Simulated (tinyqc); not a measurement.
Activation field and prefactor from two times.

Inverse problem. Merz's law: tau = t0 exp(Ea d/V). Find Ea and t0.

Values chosen for this exercise:
```
symbol,value,unit,meaning
d,15,nm,film thickness
```

tau at V = 3.4 and 4.8 V (ns): 256.23330  62.218176

Answer. ln(tau) is linear in 1/V with slope Ea d.

Ea = 1.100e4 kV/cm
t0 = 2.000 ns

tinyqc, about 0.01 s, one thread, Intel Xeon 2.30GHz (shared host): `OMP_NUM_THREADS=1 python tinyqc.py 2860124 2860125 out.jsonl`
